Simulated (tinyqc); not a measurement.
Inside a calculation. Model: threshold-voltage variability of a planar MOSFET, analytic estimates.

Numbers from tinyqc (`OMP_NUM_THREADS=1 python tinyqc.py 2090171 2090172 out.jsonl`; about 0.01 s on one thread of a shared Intel Xeon 2.30GHz). Printed values are rounded.

Three independent sources add in quadrature: random dopants in the depleted layer, metal-gate grains of two orientations, and roughness of the two gate edges acting through the roll-off VT = VT(long) - Vr exp(-L/l). These are first-order estimates: no three-dimensional electrostatics, no percolation.

Values chosen for this exercise; material values close to those of silicon: temperature T = 400 K; band gap Eg = 1.12 eV; relative permittivity of the semiconductor eps_r = 11.5; conduction-band density of states at T Nc = 4.25e19 cm^-3; valence-band density of states at T Nv = 4.13e19 cm^-3; channel doping Na = 1.1e18 cm^-3; oxide-equivalent thickness in inversion ti = 1.7 nm; gate length L = 25 nm; gate width W = 82 nm; metal grain size G = 15 nm; work-function difference of the two grain orientations dW = 0.3 eV; share of the orientation of higher work function p = 0.5; rms roughness of one gate edge De = 1.8 nm; correlation length of the roughness La = 15 nm; decay length of the threshold roll-off l = 6.5 nm; prefactor of the roll-off Vr = 1.6 V; subthreshold factor n = 1.4; gm/I of a matched pair gI = 25 1/V; spread of the gain factor of one device sb = 2.4 %; number of cells Nb = 33554432; wanted yield Y = 0.99.

Constants: q = 1.602176634e-19 C, kB = 1.380649e-23 J/K, Vt = kB T/q, eps0 = 8.8541878128e-14 F/cm where lengths are in cm. Results are converted to the units shown.

Range of the model: The depletion depth exceeds L, so source and drain share much of the charge and the dopant estimate is rough. gI s exceeds 0.2, so the linear formula for the current mismatch is only a rough guide.

## Random dopants

ni = sqrt(Nc Nv) exp(-Eg/(2 Vt)), Eg in volts; Cox = 3.9 eps0/ti; Wd = sqrt(4 eps0 eps_r Vt ln(Na/ni)/(q Na)); dopants: s1 = (q/Cox) sqrt(Na Wd/(3 L W)). The slope A1 = s1 sqrt(L W); mean number of dopants Na L W Wd.

Cox = 2.03125 uF/cm^2
Wd = 31.6894 nm
mean number of dopants = 71.4597
A1 = 0.850235 mV um
s1 = 18.7786 mV

Counting alone, 1/sqrt(N) of the depletion voltage q Na Wd/Cox = 275 mV, would give sqrt(3) times more: dopants deep in the layer act less on the surface.

## Metal grains and edge roughness

Grains: Ng = L W/G^2 (at least 1), s2 = dW sqrt(p (1 - p)/Ng). Edges, with exponential correlation and u = W/La: the mean gate length has sL^2 = 2 De^2 (2/u)[1 - (1 - exp(-u))/u]; s3 = sL (Vr/l) exp(-L/l).

Ng = 9.11111
s2 = 49.6942 mV
sL = 1.39244 nm
dVT/dL = 5.25827 mV/nm
s3 = 7.32184 mV

## Total spread, mismatch and leakage

s = sqrt(s1^2 + s2^2 + s3^2). For a pair: s(dVT) = sqrt(2) s; current mismatch sqrt(2) sqrt((gI s)^2 + sb^2); input offset = current mismatch/gI. For a Gaussian VT the off current is log-normal with mean/median = exp(s^2/(2 (n Vt)^2)).

s = 53.6261 mV
s(dVT) = 75.8387 mV
current mismatch = 189.627 %
input offset = 75.8509 mV
mean/median of Ioff = 1.85419

The grains give 85.9 % of the variance; without them s would be 20.2 mV. A current mismatch this large is beyond the linear estimate.

## Iteration 1: margin in standard deviations for the wanted yield

k at the start = 3

Cells fail independently with probability Q(k) = erfc(k/sqrt(2))/2 when the margin is k standard deviations, and Y = exp(-Nb Q(k)). phi = exp(-k^2/2)/sqrt(2 pi). Newton steps on ln Q(k) = ln(-ln(Y)/Nb): k(new) = k + [ln Q - ln(-ln(Y)/Nb)] Q/phi.

Q(k) = 0.00134990
phi = 0.00443185
k after iteration 1 = 7.66666

## Iteration 2: margin in standard deviations for the wanted yield

As before.

Q(k) = 8.82670e-15
phi = 6.87864e-14
k after iteration 2 = 6.32800

## Course of the iteration: margin in standard deviations for the wanted yield

Stop when k changes by less than 1e-9, or after 30 iterations.

Course of the iteration:
```
iteration        k  |change|
1          7.66666      4.67
2          6.32800      1.34
3          6.19210     0.136
4          6.19068   1.42e-3
5          6.19068   1.56e-7
6          6.19068   < 1e-12
```

Converged in 6 iterations. At the end the number of correct digits about doubles with each step. With s(dVT) = 75.8 mV, 6.19 standard deviations are 469 mV.
